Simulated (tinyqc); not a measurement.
Schottky barrier on an n-type semiconductor with a doping step, non-linear Poisson equation by Newton steps: one step of the calculation.

One dimension, metal at x = 0, donor density C(x) = N1 for x < x1 and Nd beyond. Energies are counted from the electron Fermi level of the semiconductor and the conduction-band edge is Ec = -psi, so n = Nc exp(psi/Vt); holes follow the Fermi level of the metal, at -V, so p = Nv exp((V - psi - Eg)/Vt). Ends: psi(0) = V - phiB and psi = Vt ln(Nd/Nc) deep inside. Boltzmann statistics, full ionisation, no current, no image force in the Poisson equation.

Question. Densities, residual and Jacobian diagonal. n_i = Nc exp(psi_i/Vt), p_i = Nv exp((V - psi_i - Eg)/Vt), rho_i = p_i - n_i + C_i, g_i = (n_i + p_i)/Vt. Box widths w_i = (h_(i-1) + h_i)/2 in cm. Residual F_i = a_i (psi_(i+1) - psi_i) - a_(i-1) (psi_i - psi_(i-1)) + q rho_i w_i; Jacobian: a_(i-1) and a_i beside the diagonal, b_i = -a_(i-1) - a_i - q g_i w_i on it. The two end nodes are fixed.

Inputs (values chosen for the exercise); band and dielectric values those of a made-up semiconductor: temperature T = 273 K; band gap Eg = 0.605 eV; conduction-band density of states at T Nc = 8.18e18 cm^-3; valence-band density of states at T Nv = 5.29e18 cm^-3; bias of the metal against the semiconductor V = 0 V.

Constants: q = 1.602176634e-19 C, kB = 1.380649e-23 J/K, Vt = kB T/q. Results are converted to the units shown.

| node | x (nm) | psi after iteration 1 (V) | donor density C (cm^-3) |
|---|---|---|---|
| 0 | 0 | -0.33000000 | 1.8e16 |
| 1 | 7.3 | -0.29264154 | 1.8e16 |
| 2 | 15.5 | -0.25190375 | 1.8e16 |
| 3 | 24.6 | -0.20833428 | 1.8e16 |
| 4 | 34.9 | -0.16290858 | 1.8e16 |
| 5 | 46.4 | -0.12594102 | 1.8e16 |
| 6 | 59.3 | -0.10151353 | 1.8e17 |
| 7 | 73.8 | -0.09314492 | 1.8e17 |
| 8 | 89.9 | -0.09063503 | 1.8e17 |
| 9 | 108 | -0.08997085 | 1.8e17 |
| 10 | 128 | -0.08981968 | 1.8e17 |
| 11 | 151 | -0.08978972 | 1.8e17 |
| 12 | 177 | -0.08978489 | 1.8e17 |
| 13 | 205 | -0.08978416 | 1.8e17 |

| interval | coupling a_i (F/cm^2) |
|---|---|
| 0 | 2.0498051e-6 |
| 1 | 1.8248265e-6 |
| 2 | 1.6443492e-6 |
| 3 | 1.4527745e-6 |
| 4 | 1.3011806e-6 |
| 5 | 1.1599672e-6 |
| 6 | 1.0319709e-6 |
| 7 | 9.2941475e-7 |
| 8 | 8.2671698e-7 |
| 9 | 7.4817887e-7 |
| 10 | 6.5059032e-7 |
| 11 | 5.7552221e-7 |
| 12 | 5.3441348e-7 |

Wanted: n; p; residual F; diagonal b.

Answer.

| node | n (cm^-3) | p (cm^-3) |
|---|---|---|
| 0 | 6.618e12 | 4.434e13 |
| 1 | 3.239e13 | 9.059e12 |
| 2 | 1.830e14 | 1.603e12 |
| 3 | 1.166e15 | 2.516e11 |
| 4 | 8.042e15 | 3.649e10 |
| 5 | 3.871e16 | 7.580e9 |
| 6 | 1.093e17 | 2.684e9 |
| 7 | 1.560e17 | 1.880e9 |
| 8 | 1.736e17 | 1.690e9 |
| 9 | 1.786e17 | 1.643e9 |
| 10 | 1.797e17 | 1.632e9 |
| 11 | 1.800e17 | 1.630e9 |
| 12 | 1.800e17 | 1.630e9 |
| 13 | 1.800e17 | 1.630e9 |

| node | residual F (1e-8 C/cm^2) | diagonal b (F/cm^2) |
|---|---|---|
| 1 | -0.001 | -3.875e-6 |
| 2 | -0.023 | -3.470e-6 |
| 3 | -0.303 | -3.105e-6 |
| 4 | -1.615 | -2.814e-6 |
| 5 | -2.381 | -2.783e-6 |
| 6 | -0.419 | -3.212e-6 |
| 7 | -0.043 | -3.587e-6 |
| 8 | -0.003 | -3.778e-6 |
| 9 | 0.000 | -3.892e-6 |
| 10 | 0.000 | -4.030e-6 |
| 11 | 0.000 | -4.229e-6 |
| 12 | 0.000 | -4.420e-6 |

Program tinyqc, `OMP_NUM_THREADS=1 python tinyqc.py 2020088 2020089 out.jsonl`; Intel Xeon 2.30GHz, shared host, one thread, about 0.06 s.
